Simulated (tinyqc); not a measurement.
Inside a calculation. Model: shallow acceptor in the spherical model (Baldereschi-Lipari), strong spin-orbit limit. Computed by tinyqc, a small Python program that keeps every step. Command: `OMP_NUM_THREADS=1 python tinyqc.py 3027840 3027841 out.jsonl acceptor walk`. One thread of a shared host (Intel(R) Xeon(R) Processor @ 2.30GHz), about 0.01 s of CPU time with the checks. Intermediate numbers are printed to about 6 digits and carried at full precision; extremes and crossings named in words are read from the listed rows.

The 1S(3/2) state has an s envelope f(r) and a d envelope g(r). In effective units they obey -(f'' + 2f'/r + 2f/r) + mu (g'' + 5g'/r + 3g/r^2) = E f and -(g'' + 2g'/r - 6g/r^2 + 2g/r) + mu (f'' - f'/r) = E g. The cubic term, the split-off band and the central cell are left out.

Inputs (values chosen for the exercise, modelled on silicon):

| quantity | value | unit |
|---|---|---|
| Luttinger gamma_1 | 4.32 | - |
| Luttinger gamma_2 | 0.335 | - |
| Luttinger gamma_3 | 1.43 | - |
| dielectric constant eps | 11.6 | - |
| spin-orbit gap Delta_so | 45.2 | meV |
| functions per channel n | 2 | - |
| smallest exponent zeta_1 | 0.75 | 1/a* |
| ratio beta of exponents | 1.8 | - |

Constants: Ry = 13.605693123 eV; a_0 = 0.529177210903 angstrom.

## Effective units and couplings

Ry* = Ry/(gamma_1 eps^2), a* = a_0 eps gamma_1, mu = (6 gamma_3 + 4 gamma_2)/(5 gamma_1), delta = (gamma_3 - gamma_2)/gamma_1; spherical masses 1/(gamma_1 (1 - mu)) (heavy) and 1/(gamma_1 (1 + mu)) (light).

Ry* = 23.4057 meV

a* = 26.5181 angstrom

mu = 0.459259

delta = 0.253472

heavy-hole mass = 0.428082 m_0

light-hole mass = 0.158629 m_0

Caution: gamma_3 and gamma_2 differ by more than 0.17 gamma_1: band warping, left out here, adds several per cent to the binding.

## Matrices in a small basis

zeta_i = zeta_1 beta^(i-1), i = 1..n, in both channels. Basis: f_i = exp(-zeta_i r), g_i = r exp(-zeta_i r), weight r^2 dr, s = zeta_i + zeta_j. S_ff = 2/s^3, H_ff = zeta_i zeta_j S_ff - 2/s^2; S_gg = 24/s^5, H_gg = 8/s^3 + 24 zeta_i zeta_j/s^5 - 12/s^4; H(f_i, g_j) = mu (6 zeta_i^2/s^4 + 2 zeta_i/s^3); S_fg = 0. Each function is normalised by sqrt(S_ii).

H (Ry*), lower triangle (symmetric):
```
           f1        f2       g1      g2
f1    -0.9375
f2  -0.957093   -0.8775
g1   0.372872  0.691947   0.5625
g2   0.489426   1.20811  1.15781  2.9025
```

S, lower triangle (symmetric):
```
         f1       f2       g1       g2
f1  1.00000
f2  0.88009  1.00000
g1  0.00000  0.00000  1.00000
g2  0.00000  0.00000  0.80824  1.00000
```

## Lowest level in the small basis

H c = E S c with c^T S c = 1 and the largest component positive; the d weight is the part of the norm in g.

E = -1.23780 Ry*

coefficients: f1 0.084654, f2 0.878824, g1 -0.095697, g2 -0.216555

d weight = 0.0895538

## Converged levels

Large basis: zeta_i = 0.08 x 1.55^(i-1), i = 1..20 in each channel; overlap eigenvalues below 1e-11 are dropped. Binding energies are -E Ry*; the mass that fits is E(1S) eps^2/Ry.

1S(3/2) binding in Ry* = 1.23953

1S(3/2) binding energy = 29.0120 meV

2S(3/2) binding energy = 7.89229 meV

d weight of 1S(3/2) = 0.0920844

Hydrogenic mass that fits = 0.286928 m_0

The small basis recovers 99.9 % of the binding. The ratio 2S/1S is 0.272 against the hydrogenic 0.25. The fitted mass is 67 % of the heavy-hole mass. Caution: the binding exceeds a fifth of the spin-orbit gap Delta_so, so the split-off band, left out, matters.

## One mass for the acceptor?

Hydrogenic binding Ry m/eps^2; the density-of-states mass is (m_H^(3/2) + m_L^(3/2))^(2/3); errors are against the large basis.

1S binding energy:

| mass | value (m_0) | binding (meV) | error (%) |
|---|---|---|---|
| light hole | 0.158629 | 16.0394 | -44.7146 |
| 1/gamma_1 | 0.231481 | 23.4057 | -19.3243 |
| mean of heavy and light | 0.293356 | 29.6619 | 2.2401 |
| heavy hole | 0.428082 | 43.2844 | 49.1948 |
| density of states | 0.490252 | 49.5706 | 70.8622 |

The coupled result, 29.01 meV, lies between the 1/gamma_1 value (no coupling) and the heavy-hole value; the closest single rule here is "mean of heavy and light", off by +2.2 %.

## Binding against mu

The formulas are those given above.

1S(3/2):

| mu | binding (Ry*) | d weight | binding x (1 - mu) |
|---|---|---|---|
| 0.10 | 1.00907 | 0.004236 | 0.908167 |
| 0.14 | 1.01796 | 0.008315 | 0.875445 |
| 0.28 | 1.07637 | 0.033555 | 0.774984 |
| 0.46 | 1.24051 | 0.092391 | 0.669875 |
| 0.50 | 1.29854 | 0.109789 | 0.649270 |
| 0.80 | 2.58020 | 0.298280 | 0.516040 |
| 0.90 | 4.76833 | 0.388180 | 0.476833 |
| 0.95 | 9.14465 | 0.440016 | 0.457233 |

The binding grows from 1.009 to 9.14 Ry*, slowly at first (second order in mu), while the d weight rises to 0.44. The last column, the binding in units of the heavy-hole Rydberg, falls to 0.457, towards about 0.44 as mu tends to 1.

Checks made by the program: mu = 0 against hydrogen, 1 and 1/4 (relative difference 4e-06); the coupling element from the adjoint operator (relative difference below 1e-10).
